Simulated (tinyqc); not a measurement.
# From total in-phase swing back to film conductivity kappa_f

Model: the 3-omega method: a line heater on a substrate with a thin film. Computed by tinyqc, a small Python program. Command: `OMP_NUM_THREADS=1 python tinyqc.py 3001049 3001050 out.jsonl threeomega inv`. One thread of a shared host (Intel(R) Xeon(R) Processor @ 2.30GHz), about 0.02 s of CPU time with the checks.

A current at angular frequency omega = 2 pi f heats the line at 2 omega with the amplitude P per length; the temperature swing Delta T at 2 omega gives a voltage at 3 omega. The substrate is taken as semi-infinite and isotropic, and the heat capacity of heater and film is left out.

Inputs (values chosen for the exercise, modelled on hafnia on sapphire): substrate conductivity kappa = 35.9 W/(m K); substrate heat capacity C = 2.99 1e6 J/(m^3 K); heater half-width b = 2.3 micrometre; power amplitude per length P = 18 W/m; current frequency f = 56 Hz; film thickness t = 50 nm; interface resistance R_i = 21 m^2 K/GW; substrate thickness d_s = 525 micrometre; temperature coefficient of resistance beta = 3.4 1e-3/K; voltage amplitude V_1 = 1.2 V.

Method:
- D = kappa/C; q = sqrt(2 i omega/D); penetration depth 1/|q| = sqrt(D/(2 omega)).
- Delta T_s = (P/(pi kappa)) int_0^infinity (sin x/x)^2 / sqrt(x^2 + (q b)^2) dx with (q b)^2 = i |q b|^2, averaged over the heater width (12 Gauss-Legendre points on each of the pieces 0, 14 log-spaced edges from 1e-5 to 1, and multiples of pi to 40 pi; the tail adds 1/(4 (40 pi)^2)).
- For |q| b much below 1: Delta T_s = (P/(pi kappa)) [-ln(|q| b) + eta - i pi/4], eta = 3/2 - C_E = 0.92278, with Euler's C_E = 0.5772157.
- One-dimensional flow across the film: Delta T_f = P (t/kappa_f + R_i)/(2 b); total in-phase swing Delta T = Delta T_s + Delta T_f; third-harmonic amplitude V_3 = V_1 beta |Delta T|/2 with the out-of-phase part included; the apparent film conductivity is t/(t/kappa_f + R_i).

Task: A run gave the result below. Find the film conductivity kappa_f, known to lie between 0.58 and 1.3 W/(m K).

total in-phase swing = 1.067467 K

Result:

Each step takes the trial c = (a f_b - b f_a)/(f_b - f_a), f being the result less the target and a, b, c the logarithms of the listed values; c replaces end b, the old b replaces a if the sign of f changed, and otherwise f_a is halved.

Scan of the range:
```
film conductivity kappa_f (W/(m K))  total in-phase swing (K)
0.580                                                 1.21147
0.664                                                 1.16879
0.759                                                 1.13191
0.868                                                 1.09954
0.993                                                 1.07117
1.140                                                 1.04576
1.300                                                 1.02464
```

False position (Illinois rule, in the logarithm of the input) inside the bracket:
```
step    end a    end b    trial  total in-phase swing (K)
1     0.99300  1.14000  1.01316                   1.06725
2     0.99300  1.01316  1.01098                   1.06766
3     1.01316  1.01098  1.01200                   1.06747
4     1.01098  1.01200  1.01200                   1.06747
```

Total in-phase swing falls at every point of a 13-point scan of the range (every second point is shown), so one value fits; it is bracketed by 0.993 and 1.14. Answer: film conductivity kappa_f = 1.012 W/(m K).

Caution: the penetration depth exceeds a fifth of the substrate thickness, so the back face is felt and the semi-infinite formula fails.
